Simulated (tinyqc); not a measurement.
## MESFET, gradual channel with velocity saturation: depletion, velocity and field along the channel

A uniformly doped n-type channel, depleted from the top by a Schottky gate; at channel potential V the depleted share of a is u = sqrt((Vbi - Vg + V)/Vp), s at the source. Electrons drift with v = mu E/(1 + mu E/vsat). Abrupt depletion edge, no series resistance, source at 0.

Vbi = phiB - Vt ln(Nc/Nd); Vp = q Nd a^2/(2 eps0 eps_r); G0 = q mu Nd a W/L; Z = mu Vp/(vsat L); s = sqrt((Vbi - Vg)/Vp). I = (G0 Vp/3) F/(1 + Z (u^2 - s^2)), F = 3 (u^2 - s^2) - 2 (u^3 - s^3), with u at V = Vd; Z = 0 gives constant mobility, for which u stops at 1. At channel potential V: y/L = (G0 Vp/3) F(u)/I - Z V/Vp, v = vsat I Z/(G0 Vp (1 - u)), E = (vsat/mu) w/(1 - w) with w = v/vsat.

Inputs (values chosen for the exercise); material values those of a made-up semiconductor:
- T = 250 K (temperature)
- eps_r = 15.4 (relative permittivity of the semiconductor)
- Nc = 3.88e17 cm^-3 (conduction-band density of states at T)
- Nd = 1.4e17 cm^-3 (donor density of the channel)
- a = 140 nm (channel thickness)
- mu = 4400 cm^2/(V s) (low-field mobility at this doping)
- vsat = 1.5e7 cm/s (saturation velocity)
- L = 10 um (gate length)
- W = 50 um (gate width)
- phiB = 1.02 V (Schottky barrier)
- Vg = 0 V (gate voltage)
- Vd = 0.4 V (drain voltage)

Constants: q = 1.602176634e-19 C, kB = 1.380649e-23 J/K, Vt = kB T/q, eps0 = 8.8541878128e-14 F/cm where lengths are in cm. Results are converted to the units shown.

Along the channel:
```
V (V)         u     y/L  v (cm/s)  E (kV/cm)
0       0.78682  0.0000  1.0267e6    0.25048
0.0667  0.81269  0.2489  1.1684e6    0.28799
0.1333  0.83772  0.4633  1.3487e6    0.33680
0.2     0.86206  0.6449  1.5867e6    0.40326
0.2667  0.88573  0.7944  1.9154e6    0.49904
0.3333  0.90876  0.9124  2.3986e6    0.64891
0.4     0.93124  1.0000  3.1831e6    0.91829
```

What do the numbers show?

From source to drain the open share 1 - u falls from 0.213 to 0.0688, so the velocity rises by a factor of 3.10, to 0.212 vsat, and the field by 3.67. Half of Vd drops over the last 36 % of the gate length.

Computed by the program tinyqc: `OMP_NUM_THREADS=1 python tinyqc.py 2500001 2500002 out.jsonl`, one thread of a shared Intel Xeon 2.30GHz, about 0.04 s for the whole run.
